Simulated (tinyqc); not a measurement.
Dopants and charged point defects at anneal temperature: Fermi-level effect, clustering and pairing: one step, computed by the program tinyqc.

Boltzmann statistics and full ionisation of active dopants. Energies are counted from the valence band; the defect (a vacancy or self-interstitial) has five charge states, with all degeneracy factors one.

Problem. The host at the anneal temperature. E_g = E_g0 - alpha T^2/(T + beta). N_c = 2 M_c (2 pi m_e k_B T/h^2)^(3/2) and N_v = 2 (2 pi m_h k_B T/h^2)^(3/2), masses in units of m_0. n_i = sqrt(N_c N_v) exp(-E_g/2 k_B T); E_i = E_g/2 + (k_B T/2) ln(N_v/N_c).

Inputs (values chosen for the exercise, for a model semiconductor):
```
quantity,value,unit
gap at 0 K E_g0,3.53,eV
Varshni alpha,0.000343,eV/K
Varshni beta,587,K
electron mass m_e,0.484,m_0
valleys M_c,3,-
hole mass m_h,1.95,m_0
anneal temperature T,1450,K
```

Dopant: donor. Second part: clustering of the dopant.

Constants: m_0 = 9.1093837015e-31 kg; k_B = 1.380649e-23 J/K; h = 6.62607015e-34 J s; k_B = 8.617333262e-05 eV/K.

Give: E_g; k_B T; n_i; E_i; effective density of states N_b of the majority band.

Solution.

E_g = 3.176 eV

k_B T = 0.1250 eV

n_i = 1.337e+15 cm^-3

E_i = 1.650 eV

effective density of states N_b of the majority band = 2.694e+20 cm^-3
